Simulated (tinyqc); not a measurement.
Floating body of a partially depleted SOI transistor: body voltage and kink: one step of the calculation.

Source at 0 V. Channel current Ic = 2 nf K Vt^2 [F(0) - F(Vd)](1 + la Vd), F(V) = ln^2(1 + exp((Vg - VT - nf V)/(2 nf Vt))), VT = VT0 - gb Vb. Saturation voltage Vs = 2 Vt sqrt(F(0)) + 3 Vt, excess Ve = (Vd - Vs + sqrt((Vd - Vs)^2 + 0.0004 V^2))/2, multiplication M1 = Ai Ve exp(-Bl/Ve). Each junction passes D(v) = J1 (exp(v/Vt) - 1) + J2 (exp(v/(2 Vt)) - 1). Bipolar current Ib = bb J1 (exp(Vb/Vt) - 1). The body settles where M1 (Ic + Ib) = D(Vb) + D(Vb - Vd) + Vb/Rb; drain current Id = (1 + M1)(Ic + Ib) - D(Vb - Vd).

Question. Drain current with floating and with grounded body. Id and VT at the converged Vb, Id at Vb = 0, their ratio, and the bipolar share Ib/(Ic + Ib).

Values chosen for this exercise; values of the order met in partially depleted silicon-on-insulator transistors:

| symbol | value | unit | meaning |
|---|---|---|---|
| T | 358 | K | temperature |
| VT0 | 0.38 | V | threshold at zero body voltage |
| gb | 0.24 |  | fall of the threshold per volt of body voltage |
| nf | 1.26 |  | slope factor |
| K | 140 | uA/(V^2 um) | gain factor per width |
| la | 0.04 | 1/V | channel-length modulation factor |
| Ai | 2.13 | 1/V | impact-ionisation prefactor |
| Bl | 7.7 | V | impact-ionisation voltage |
| J1 | 2.7e-11 | uA/um | diffusion saturation current of each junction |
| J2 | 1.9e-7 | uA/um | recombination saturation current of each junction |
| bb | 0 |  | gain of the lateral bipolar transistor on the diffusion current |
| Rb | 1e9 | kohm um | resistance of a weak body tie to the source (1e9 stands for no tie, and the term is then dropped) |
| Vg | 0.86 | V | gate voltage |
| Vd | 1.7 | V | drain voltage |

Constants: q = 1.602176634e-19 C, kB = 1.380649e-23 J/K, Vt = kB T/q. Results are converted to the units shown.

converged Vb = 0.65469740 V

Give: VT; Id, floating; Id, grounded; ratio; bipolar share.

Answer.

VT = 0.2229 V
Id, floating = 24.14 uA/um
Id, grounded = 13.75 uA/um
ratio = 1.756
bipolar share = 0.000 %

The body rises to 0.655 V and lowers the threshold by 157 mV.

Range of the model: The multiplication law is an empirical form chosen for the exercise; self-heating and capacitive coupling to the body are left out, and the linear laws are rough once Vb passes about 0.7 V or M1 about 0.1.

Numbers from tinyqc (`OMP_NUM_THREADS=1 python tinyqc.py 2182173 2182174 out.jsonl`; about 0.2 s on one thread of a shared Intel Xeon 2.30GHz).
